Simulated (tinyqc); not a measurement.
Worked calculation: sp3 tight binding, zinc-blende lattice. Computed by tinyqc, a small Python program that keeps every step. Command: `OMP_NUM_THREADS=1 python tinyqc.py 24796 24797 out.jsonl` (the two numbers bound the seeds that draw the settings). One thread of a shared host (Intel(R) Xeon(R) Processor @ 2.60GHz), about 0.01 s of CPU time with the checks.

## Bloch Hamiltonian at k

Parameters chosen for this model: zinc-blende lattice, anion at 0, cation at a/4 (1,1,1); V = eta hbar^2 / (m d^2), hbar^2/m = 7.619964 eV angstrom^2:
```
parameter          value      unit
a               3.610000  angstrom
d               1.563176  angstrom
Es anion      -11.150000        eV
Ep anion       -6.290000        eV
Es cation     -11.150000        eV
Ep cation      -6.290000        eV
eta ss         -1.570000
eta sp          1.340000
eta pp sigma    3.040000
eta pp pi      -0.720000
V ss           -4.895949        eV
V sp            4.178708        eV
V pp sigma      9.480054        eV
V pp pi        -2.245276        eV
```

k point k (2 pi / a): 0.32000  0.14000  -0.49000

Slater-Koster rules over the four bonds with direction cosines (l, m, n): ss V_ss; s-px l V_sp; px-s -l V_sp; px-px l^2 V_pps + (1 - l^2) V_ppp; px-py l m (V_pps - V_ppp); each times exp(i k.d).

H(k) at k (eV):
```
                     a s               a px               a py              a pz
a s            -11.15000            0.00000            0.00000           0.00000
a px             0.00000           -6.29000            0.00000           0.00000
a py             0.00000            0.00000           -6.29000           0.00000
a pz             0.00000            0.00000            0.00000          -6.29000
c s   -12.02726+1.43225i  -1.28379+3.25822i  -3.15743+1.32477i  0.72830-5.74335i
c px    1.28379-3.25822i   4.08569-0.48654i  -1.17986+9.30438i  5.11513-2.14616i
c py    3.15743-1.32477i  -1.17986+9.30438i   4.08569-0.48654i  2.07978-5.27840i
c pz   -0.72830+5.74335i   5.11513-2.14616i   2.07978-5.27840i  4.08569-0.48654i

                     c s               c px               c py               c pz
a s   -12.02726-1.43225i   1.28379+3.25822i   3.15743+1.32477i  -0.72830-5.74335i
a px   -1.28379-3.25822i   4.08569+0.48654i  -1.17986-9.30438i   5.11513+2.14616i
a py   -3.15743-1.32477i  -1.17986-9.30438i   4.08569+0.48654i   2.07978+5.27840i
a pz    0.72830+5.74335i   5.11513+2.14616i   2.07978+5.27840i   4.08569+0.48654i
c s            -11.15000            0.00000            0.00000            0.00000
c px             0.00000           -6.29000            0.00000            0.00000
c py             0.00000            0.00000           -6.29000            0.00000
c pz             0.00000            0.00000            0.00000           -6.29000
```

## Levels at k

Diagonalise the Hermitian matrix.

eigenvalues (eV): -25.71341  -19.62795  -17.76781  -15.73913  2.43637  3.52852  5.00577  7.83765

weights |c|^2 of the basis functions:
```
       band 1   band 2   band 3   band 4   band 5   band 6   band 7   band 8
a s   0.43488  0.04531  0.01636  0.03997  0.06599  0.32840  0.00686  0.06222
a px  0.02072  0.13463  0.29874  0.04204  0.00829  0.03065  0.32406  0.14088
a py  0.00378  0.26435  0.18474  0.03367  0.05483  0.10612  0.16329  0.18921
a pz  0.04062  0.05571  0.00016  0.38431  0.37089  0.03482  0.00580  0.10769
c s   0.43488  0.04531  0.01636  0.03997  0.06599  0.32840  0.00686  0.06222
c px  0.02072  0.13463  0.29874  0.04204  0.00829  0.03065  0.32406  0.14088
c py  0.00378  0.26435  0.18474  0.03367  0.05483  0.10612  0.16329  0.18921
c pz  0.04062  0.05571  0.00016  0.38431  0.37089  0.03482  0.00580  0.10769
```

## Bloch Hamiltonian at X

k point X (2 pi / a): 1  0  0

As before.

H(k) at X (eV):
```
                   a s              a px               a py               a pz
a s          -11.15000           0.00000            0.00000            0.00000
a px           0.00000          -6.29000            0.00000            0.00000
a py           0.00000           0.00000           -6.29000            0.00000
a pz           0.00000           0.00000            0.00000           -6.29000
c s            0.00000  0.00000+9.65031i            0.00000            0.00000
c px  0.00000-9.65031i           0.00000            0.00000            0.00000
c py           0.00000           0.00000            0.00000  0.00000-15.63377i
c pz           0.00000           0.00000  0.00000-15.63377i            0.00000

                   c s              c px               c py               c pz
a s            0.00000  0.00000+9.65031i            0.00000            0.00000
a px  0.00000-9.65031i           0.00000            0.00000            0.00000
a py           0.00000           0.00000            0.00000  0.00000+15.63377i
a pz           0.00000           0.00000  0.00000+15.63377i            0.00000
c s          -11.15000           0.00000            0.00000            0.00000
c px           0.00000          -6.29000            0.00000            0.00000
c py           0.00000           0.00000           -6.29000            0.00000
c pz           0.00000           0.00000            0.00000           -6.29000
```

## Levels at X

As before.

eigenvalues (eV): -21.92377  -21.92377  -18.67155  -18.67155  1.23155  1.23155  9.34377  9.34377

## Bands along a path

The same steps at evenly spaced points between the labelled ones.

Bands along the path (eV):
```
k            band 1     band 2     band 3     band 4   band 5   band 6   band 7   band 8
L         -23.32249  -21.98381  -17.43322  -17.43322  2.02827  4.85322  4.85322  8.39803
L-G 0.25  -25.28794  -20.15301  -16.89511  -16.89511  2.78966  4.31511  4.31511  7.77129
L-G 0.50  -27.91929  -17.39975  -15.46686  -15.46686  2.88686  2.88686  3.50504  6.93399
L-G 0.75  -29.96841  -14.44995  -13.77071  -13.77071  1.19071  1.19071  1.68606  7.85230
G         -30.73380  -12.94267  -12.94267  -12.94267  0.36267  0.36267  0.36267  8.43380
G-X 0.25  -29.70444  -14.86731  -14.86731  -13.11617  0.31763  2.28731  2.28731  7.62297
G-X 0.50  -26.84155  -18.30401  -18.30401  -13.81417  0.25786  5.51786  5.72401  5.72401
G-X 0.75  -22.81298  -20.95638  -20.95638  -15.53008  0.42445  3.03860  8.37638  8.37638
X         -21.92377  -21.92377  -18.67155  -18.67155  1.23155  1.23155  9.34377  9.34377
X-W 0.25  -21.92377  -21.92377  -18.67155  -18.67155  1.23155  1.23155  9.34377  9.34377
X-W 0.50  -21.92377  -21.92377  -18.67155  -18.67155  1.23155  1.23155  9.34377  9.34377
X-W 0.75  -21.92377  -21.92377  -18.67155  -18.67155  1.23155  1.23155  9.34377  9.34377
W         -21.92377  -21.92377  -18.67155  -18.67155  1.23155  1.23155  9.34377  9.34377
```

With 4 band(s) filled, the highest filled level on these points lies at G and the lowest empty one at G-X 0.50: a gap of 13.2005 eV, indirect.
